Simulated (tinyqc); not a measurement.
Frequency dispersion of an accumulation capacitance by border traps, distributed model: two steps of the calculation.

Traps spread evenly through the insulator exchange electrons with the semiconductor by tunnelling, with tau(x) = t0 exp(2 ka x) at depth x from the interface. The admittance per area Y seen at depth x obeys dY/dx = -Y^2/(i w eps0 eox) + q Nb ln(1 + i w tau)/tau, with Y(0) = i w Cs and w = 2 pi f; the gate sees Y(tox) = G + i w C. Working variable y = Y/(i w), in uF/cm^2. Cox = eps0 eox/tox.

Values chosen for this exercise; permittivity close to that of zirconium oxide: relative permittivity of the insulator eox = 21.7; insulator thickness tox = 5.6 nm; semiconductor capacitance in accumulation Cs = 0.52 uF/cm^2; density of border traps Nb = 3.5e18 cm^-3 eV^-1; decay constant of the wave function in the insulator ka = 5.1 1/nm; time constant of a trap at the interface t0 = 2e-11 s; frequency f = 100 Hz; depth down to which the steps are taken xe = 2.3 nm.

Constants: q = 1.602176634e-19 C, eps0 = 8.8541878128e-14 F/cm where lengths are in cm. Results are converted to the units shown.

Problem 1. Scales and lumped estimate. Cox; trap-free value 1/(1/Cox + 1/Cs); response depth d = ln(1/(w t0))/(2 ka), where w tau = 1; lumped estimate: all traps within d act as C_bt = q Nb d placed at d/2, so C = 1/{1/[1/(1/Cs + d/(2 eps0 eox)) + C_bt] + (tox - d/2)/(eps0 eox)}.

Find: Cox; trap-free C; d; C_bt; lumped C.

Solution 1.

Cox = 3.431 uF/cm^2
trap-free C = 0.4516 uF/cm^2
d = 1.784 nm
C_bt = 0.1000 uF/cm^2
lumped C = 0.5290 uF/cm^2

The traps within reach amount to 0.192 Cs and lie in the first 31.8 % of the insulator.

Problem 2. Capacitance and conductance at the gate. Beyond xe the traps are ignored, so 1/y(tox) = 1/y(xe) + (tox - xe)/(eps0 eox); C = Re y, G/w = -Im y, loss tangent G/(w C).

y at xe = 0.58735772-0.00809611i uF/cm^2

Give: y at the gate; C; G/w; loss tangent.

Solution 2.

y at the gate = 0.53354-0.00668i uF/cm^2
C = 0.53354 uF/cm^2
G/w = 0.0066803 uF/cm^2
loss tangent = 0.012521

Numbers from tinyqc (`OMP_NUM_THREADS=1 python tinyqc.py 2202145 2202146 out.jsonl`; about 0.4 s on one thread of a shared Intel Xeon 2.30GHz).
